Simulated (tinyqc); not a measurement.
From results back to parameters: statistics of electrons in three, two and one dimensions. Five cases, with inputs chosen for the exercise.

Problem. A sheet with one subband has n2 = (2/lambda^2) ln(1 + exp(eta)).

One band edge at E = 0, lambda = sqrt(4 pi c/(m1 kT)) with c = hbar^2/2m0. Densities with spin: n3 = (2/lambda^3) F_1/2(eta), n2 = (2/lambda^2) F_0(eta) with F_0 = ln(1 + exp(eta)), n1 = (2/lambda) F_-1/2(eta). F_j(eta) = (1/Gamma(j + 1)) integral_0^infinity x^j dx/(1 + exp(x - eta)), which tends to exp(eta) for eta << 0.

Constants: hbar^2/2m0 = 3.80998211 eV angstrom^2; kB = 8.617333262e-05 eV/K.

Case 1.

Values chosen (out of a larger set: near those of GaN, lowest valleys alone; not measured data): m1 = 0.207 m0 (mass of one isotropic band with spin); T = 300 K.

n2 = 5.70303e+12 1/cm^2

Case 2.

Values chosen (out of a larger set: near those of Si, lowest valleys alone; not measured data): m1 = 0.189 m0 (mass of one isotropic band with spin); T = 77 K.

n2 = 9.28779e+10 1/cm^2

Case 3.

Values chosen (out of a larger set: near those of Si, lowest valleys alone; not measured data): m1 = 0.195 m0 (mass of one isotropic band with spin); T = 400 K.

n2 = 7.76366e+12 1/cm^2

Case 4.

Values chosen (out of a larger set: near those of Si, lowest valleys alone; not measured data): m1 = 0.19 m0 (mass of one isotropic band with spin); T = 230 K.

n2 = 2.21793e+12 1/cm^2

Case 5.

Values chosen (out of a larger set: near those of Si, lowest valleys alone; not measured data): m1 = 0.182 m0 (mass of one isotropic band with spin); T = 400 K.

n2 = 3.57690e+12 1/cm^2

Find: n2 lambda^2/2; eta; EF above the subband edge.

Solution. eta = ln(exp(n2 lambda^2/2) - 1), with n2 in 1/angstrom^2.

Case 1.

n2 lambda^2/2 = 2.5512
eta = 2.470
EF above the subband edge = 63.85 meV

Case 2.

n2 lambda^2/2 = 0.1773
eta = -1.640
EF above the subband edge = -10.88 meV

Case 3.

n2 lambda^2/2 = 2.7650
eta = 2.700
EF above the subband edge = 93.07 meV

Case 4.

n2 lambda^2/2 = 1.4099
eta = 1.130
EF above the subband edge = 22.40 meV

Case 5.

n2 lambda^2/2 = 1.3649
eta = 1.070
EF above the subband edge = 36.88 meV

Computed by tinyqc, one run a case: `OMP_NUM_THREADS=1 python tinyqc.py N N+1 out.jsonl` with N = 1652463, 1652493, 1652494, 1652541, 1652588; one thread of a shared Intel(R) Xeon(R) Processor @ 2.30GHz, about 0.01 s a run at most.
